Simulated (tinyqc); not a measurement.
Time-dependent dielectric breakdown: cell percolation, Weibull statistics, area scaling and voltage extrapolation. Changing the test area A. Computed by tinyqc, a small Python program. Command: `OMP_NUM_THREADS=1 python tinyqc.py 3004378 3004379 out.jsonl tddb sweep`. One thread of a shared host (Intel(R) Xeon(R) Processor @ 2.30GHz), about 0.01 s of CPU time with the checks.

The oxide is divided into columns of area a^2, each holding m = t_ox/a cells (m is taken as continuous). A share lambda(t) = (t/t_1)^alpha of the cells is defective, and a column whose cells are all defective breaks down.

Inputs (values chosen for the exercise, for a model gate oxide):
```
quantity,value,unit
oxide thickness t_ox,1.6,nm
defect cell size a,1.3,nm
exponent alpha of defect growth,0.9,-
time t_1 at which the occupied share would reach 1,8.2e+08,s
```

Method. Failure fraction F = 1 - (1 - lambda^m)^N with N = A/a^2 columns, which for small lambda^m is 1 - exp(-(t/t63)^beta) with beta = alpha m and t63 = t_1 N^(-1/beta); critical share lambda(t63) = N^(-1/m). 1 um^2 = 1e6 nm^2.

One run for each value:
```
test area A (um^2),characteristic life t63 (s),critical share of defective cells
0.001,2.5776e+06,5.5932e-03
0.01,3.2243e+05,8.6131e-04
0.1,4.0333e+04,1.3263e-04
1,5.0452e+03,2.0425e-05
10,6.3110e+02,3.1453e-06
100,7.8945e+01,4.8435e-07
1000,9.8752e+00,7.4586e-08
10000,1.2353e+00,1.1486e-08
100000,1.5452e-01,1.7687e-09
```

What does the table show, and why?

Over the rows, characteristic life t63 (s) falls from 2.58e6 to 0.155 (exponent d ln y / d ln x about -0.90 throughout); critical share of defective cells falls from 0.00559 to 1.77e-9 (exponent d ln y / d ln x about -0.81 throughout). The exponent of t63 is -1/beta = -0.903, which is how area scaling measures beta.

Caution (all rows): t_1 is an input here; in a real oxide it changes with thickness at fixed voltage.
